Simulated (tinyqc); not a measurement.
Debye-Callaway model of lattice thermal conductivity. From isotopically pure to strongly disordered. Computed by tinyqc, a small Python program. Command: `OMP_NUM_THREADS=1 python tinyqc.py 3021890 3021891 out.jsonl callaway sweep`. One thread of a shared host (Intel(R) Xeon(R) Processor @ 2.30GHz), about 0.02 s of CPU time with the checks.

Three acoustic branches with one velocity v, cut at omega_D = k_B Theta/hbar; x = hbar omega/(k_B T). v and Theta are separate inputs: Theta cuts off the heat-carrying modes, so C need not reach 3 k_B/V. gamma is an effective value that sets the umklapp rate. Heat flows along the wire.

Inputs (values chosen for the exercise, modelled on gallium nitride):
```
quantity                              value        unit
sound velocity v                       5180         m/s
Debye temperature Theta                 653           K
volume per atom V                      11.4  angstrom^3
mean atomic mass M                     41.9           u
effective Grueneisen parameter gamma    1.8           -
umklapp exponent divisor b                3           -
wire diameter D                        0.26  micrometre
specularity p                           0.6           -
temperature T                           300           K
```

Sample: wire. Point defects: isotopes. Normal processes: left out.

Constants: k_B = 1.380649e-23 J/K; hbar = 1.054571817e-34 J s; u = 1.6605390666e-27 kg.

Method:
- Gamma is given directly by the isotope mixture. A = V Gamma/(4 pi v^3).
- Rates: point defects A omega^4; umklapp B omega^2 T exp(-Theta/(b T)) with B = hbar gamma^2/(M v^2 Theta). Boundaries: v/Lambda_B with Lambda_B = D (1 + p)/(1 - p).
- kappa_1 = c int tau_C g dx, g = x^4 e^x/(e^x - 1)^2, c = (k_B/(2 pi^2 v)) (k_B T/hbar)^3, over 0 < x < min(Theta/T, 40), by 96 Gauss-Legendre points in s with x = x_max s^2; tau_C = tau_R, the inverse of the summed rates, and kappa = kappa_1.
- Heat capacity C = 3 c int g dx / v^2; grey free path 3 kappa/(C v); the median free path v tau_C halves kappa_1 when the quadrature points are ordered by free path (each counted at half its weight, interpolated in the logarithm); likewise at 10 % and 90 %.

One run for each value:
```
mass variance Gamma  kappa (W/(m K))  median free path (nm)  grey free path (nm)
1.00e-07                       199.4                  56.03                46.03
5.00e-07                       199.4                  56.03                46.02
2.00e-06                       199.3                  56.04                46.00
1.00e-05                       198.6                  56.07                45.85
5.00e-05                       195.5                  56.24                45.13
3.00e-04                       179.1                  57.29                41.34
1.00e-03                       149.3                  59.98                34.46
6.00e-03                        83.3                  71.08                19.23
3.00e-02                        37.1                  86.90                 8.56
```

Over the rows, kappa (W/(m K)) falls from 199 to 37.1 (exponent d ln y / d ln x -1.0e-4 between the first rows and -0.50 between the last); median free path (nm) rises from 56.0 to 86.9; grey free path (nm) falls from 46.0 to 8.56 (exponent d ln y / d ln x -1.0e-4 between the first rows and -0.50 between the last). At the low end the exponent of kappa is 0.00, close to 0: so few defects do not matter. Rayleigh scattering grows as omega^4, so it removes the short waves first and leaves the heat to longer ones; each further decade of defects therefore costs less than a decade of kappa (steepest exponent here -0.50).
